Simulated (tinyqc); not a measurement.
Inside a calculation. Method: UKS/B3LYP (VWN-RPA form) in the 3-21g basis, for H2-, spin multiplicity 2. The basis has no diffuse functions, so it cannot describe the extra electron: this is an exercise in the method, not the real anion. One step of it, computed by the program tinyqc.

Question. Orthogonalisation. S = U s U^T; symmetric (Loewdin) form X = U s^(-1/2) U^T, so that X^T S X = 1.

overlap S, lower triangle:
```
,1H 1s,1H 2s,2H 1s,2H 2s
1H 1s,1.000000
1H 2s,0.645899,1.000000
2H 1s,0.278794,0.422707,1.000000
2H 2s,0.422707,0.773547,0.645899,1.000000
```

Give: eigenvalues of S; X.

Answer.

eigenvalues of S: 0.141  0.429  0.807  2.623

X, lower triangle:
```
,1H 1s,1H 2s,2H 1s,2H 2s
1H 1s,1.244
1H 2s,-0.481,1.718
2H 1s,-0.069,0.039,1.244
2H 2s,0.039,-0.749,-0.481,1.718
```
